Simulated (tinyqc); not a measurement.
Charge needed for a dipole step.

Two sheets of opposite charge dd apart with permittivity ei give the step D = q N dd/(eps0 ei).

Parameters, values chosen for the exercise: relative permittivity inside the dipole layer ei = 5; thickness of the dipole layer dd = 0.27 nm.

Constants: q = 1.602176634e-19 C, eps0 = 8.8541878128e-14 F/cm where lengths are in cm. Results are converted to the units shown.

Result of one run:
```
N (cm^-2)	D (V)	field (MV/cm)	moment (debye/nm^2, 1 D = 3.33564e-30 C m)
4.5e13	0.4397	16.29	5.836
```

What becomes of these results when the charge in each sheet N is changed from 4.5e13 to 1.7e13 cm^-2, all else the same?

Result of the changed run:
```
N (cm^-2)	D (V)	field (MV/cm)	moment (debye/nm^2, 1 D = 3.33564e-30 C m)
1.7e13	0.1661	6.152	2.205
```

The whole series:
```
N (cm^-2)	D (V)	field (MV/cm)	moment (debye/nm^2, 1 D = 3.33564e-30 C m)
1e12	0.009771	0.3619	0.1297
2.7e12	0.02638	0.9771	0.3502
6.8e12	0.06645	2.461	0.8819
1.7e13	0.1661	6.152	2.205
4.5e13	0.4397	16.29	5.836
1.1e14	1.075	39.81	14.27
2.9e14	2.834	105.0	37.61
```

D is proportional to N, 0.1 V for 1.02e13 cm^-2. The same sheet as an uncompensated charge under 1 nm of a dielectric of permittivity 3.9 would shift the flat band by 0.475 V, and that shift would grow with thickness, which a dipole step does not. For N = 1.1e14, 2.9e14 the field exceeds 20 MV/cm; it acts over one bond length, where the sheet picture is only a bookkeeping device.

Numbers from tinyqc (`OMP_NUM_THREADS=1 python tinyqc.py 2410101 2410102 out.jsonl`; about 0.01 s on one thread of a shared Intel Xeon 2.30GHz).
